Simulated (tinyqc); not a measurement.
Against voltage: leakage through a gate insulator: direct, Fowler-Nordheim, trap-assisted and Poole-Frenkel currents. Computed by tinyqc, a small Python program. Command: `OMP_NUM_THREADS=1 python tinyqc.py 3030024 3030025 out.jsonl oxideleak walk`. One thread of a shared host (Intel(R) Xeon(R) Processor @ 2.30GHz), about 0.01 s of CPU time with the checks.

Electrons enter from the cathode Fermi level at x = 0; the conduction band of the insulator lies phi_b - e F x above it, F = V/t. WKB exponents use a parabolic band with mass m.

Inputs (values chosen for the exercise, with an insulator like HfO2):
```
quantity                     value   unit
thickness t                    1.8     nm
barrier phi_b                 1.56     eV
tunnelling mass m             0.19    m_0
static constant eps_ox        21.5      -
trap depth phi_t               1.1     eV
trap density N_t           4.1e+17  cm^-3
attempt rate nu_0            2e+13    1/s
activation of capture E_a     0.28     eV
temperature T                  200      K
```

Constants: e = 1.602176634e-19 C; hbar = 1.054571817e-34 J s; hbar^2/(2 m_0) = 3.80998212 eV angstrom^2; k_B = 8.617333262e-05 eV/K.

Method:
- For a level a distance phi(x) below the band, the WKB exponent is 2 int kappa dx with kappa = sqrt(m phi/(hbar^2/2m_0)); for a linear barrier from phi_1 down to phi_2 = max(phi_1 - e F d, 0) it is G = (4/3) sqrt(m/(hbar^2/2m_0)) (phi_1^(3/2) - phi_2^(3/2))/(e F).
- J_tun = e^3 F^2/(16 pi^2 hbar m phi_b) x exp(-G) / [1 - sqrt(phi_2/phi_b)]^2 with the free-electron mass in the cathode (m in m_0), phi_2 = max(phi_b - e V, 0): direct tunnelling for e V < phi_b, Fowler-Nordheim above. Image forces, back-flow and the limit on supply are left out, so J_tun is overstated below about 0.5 V.
- A trap at depth x lies phi_t below the band. Capture: tunnel at the cathode Fermi level from 0 to x (G_in from phi_1 = phi_b), rate nu_0 exp(-G_in - E_c/k_B T) with E_c = E_a + max(phi_b - phi_t - e F x, 0), the last term being the height of the trap above the cathode Fermi level. Emission: tunnel from the trap level to the anode (G_out from phi_1 = phi_t over t - x), rate nu_0 exp(-G_out - E_a/k_B T). Re-emission to the cathode follows from detailed balance, rate_back = rate_in exp(dE/k_B T) with dE = phi_b - phi_t - e F x. Each trap passes R = rate_in rate_out/(rate_in + rate_back + rate_out) electrons per second; filling from the anode is left out.
- J_TAT = e N_t int_0^t R dx by the midpoint rule on 400 intervals; the most effective depth is the midpoint with the largest R, rounded to 0.01 nm.

Currents:
```
V (V)  F (MV/cm)  J_tun (A/cm^2)  J_TAT (A/cm^2)  best depth (nm)
0.22       1.222      9.0826e+04      2.8965e-13             1.80
0.44       2.444      1.2240e+05      3.5330e-08             1.80
0.66       3.667      1.6679e+05      4.6682e-06             1.26
0.88       4.889      2.2993e+05      2.0239e-05             0.97
1.10       6.111      3.2044e+05      4.0967e-05             0.82
1.32       7.333      4.4744e+05      6.3175e-05             0.72
1.54       8.556      5.5494e+05      9.0034e-05             0.62
1.76       9.778      1.3173e+06      1.3089e-04             0.53
1.98      11.000      3.2234e+06      1.8852e-04             0.47
```

Tunnelling without traps rules in every row. Over the range J_tun grows by 1.6 decades and J_TAT by 8.8. The best depth moves towards the cathode as the field rises. The highest rows may lie beyond breakdown. Below about 0.5 V the formula for J_tun, which has no back-flow, overstates the current.

Extremes, crossings and ranges named in words are read from the listed rows.
